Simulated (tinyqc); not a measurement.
# Changing the modulation frequency f

Model: time-domain thermoreflectance: layered heat flow under a modulated pulse train, and what the signal ratio measures. Computed by tinyqc, a small Python program. Command: `OMP_NUM_THREADS=1 python tinyqc.py 3113244 3113245 out.jsonl tdtr sweep`. One thread of a shared host (Intel(R) Xeon(R) Processor @ 2.30GHz), about 0.2 s of CPU time with the checks.

Pulses repeat at 80 MHz; heat is laid down at the surface, all layers are isotropic.

Inputs (values chosen for the exercise, modelled on aluminium on beta-Ga2O3):
```
quantity                                value        unit
metal thickness d                          66          nm
metal conductivity                        150     W/(m K)
metal heat capacity                      2.42  MJ/(m^3 K)
boundary conductance G under the metal    210  MW/(m^2 K)
substrate conductivity kappa             15.1     W/(m K)
substrate heat capacity C                3.36  MJ/(m^3 K)
spot radius w (1/e^2, pump and probe)     6.3  micrometre
delay t                                   280          ps
```

Stack: metal, substrate.

Method:
- Penetration depth sqrt(kappa/(pi f C)); effusivity sqrt(kappa C); cooling time of the metal d C_m/G; Kapitza length kappa/G.
- For radial wave number k and angular frequency W each layer has u = sqrt(4 pi^2 k^2 + i W C/kappa) and gamma = kappa u. Surface impedance from below: Z = 1/gamma for the substrate; a layer of thickness L maps Z to (Z + tanh(u L)/gamma)/(1 + gamma Z tanh(u L)); a boundary adds 1/G.
- Response per absorbed watt H(W) = 2 pi int_0^(2/w) Z(k, W) exp(-pi^2 k^2 w^2) k dk by 20 Gauss-Legendre points.
- Signal: X + iY = sum_(m = -M..M) H(2 pi (f + m f_r)) exp(i 2 pi m f_r t) exp(-pi (m/M)^2 x 4), f_r = 80 MHz, M = 4000, with H(-W) the complex conjugate of H(W); V_in = X, V_out = Y, ratio = -V_in/V_out.

One run for each value:
```
modulation frequency f (MHz)  ratio -V_in/V_out  phase of H(2 pi f) (degrees)  penetration depth (micrometre)
0.30                                     2.2179                       -36.233                          2.1837
0.55                                     2.3022                       -38.672                          1.6127
1.00                                     2.5196                       -40.274                          1.1960
1.80                                     2.8722                       -41.268                          0.8915
3.30                                     3.4055                       -41.936                          0.6584
6.00                                     4.1545                       -42.500                          0.4883
11.00                                    5.2727                       -43.283                          0.3606
20.00                                    7.1546                       -44.648                          0.2674
```

Describe the trends.

Over the rows, ratio -V_in/V_out rises from 2.22 to 7.15 (exponent d ln y / d ln x 0.062 between the first rows and 0.51 between the last); phase of H(2 pi f) (degrees) falls from -36.2 to -44.6 (exponent d ln y / d ln x 0.11 between the first rows and 0.052 between the last); penetration depth (micrometre) falls from 2.18 to 0.267 (exponent d ln y / d ln x about -0.50 throughout).
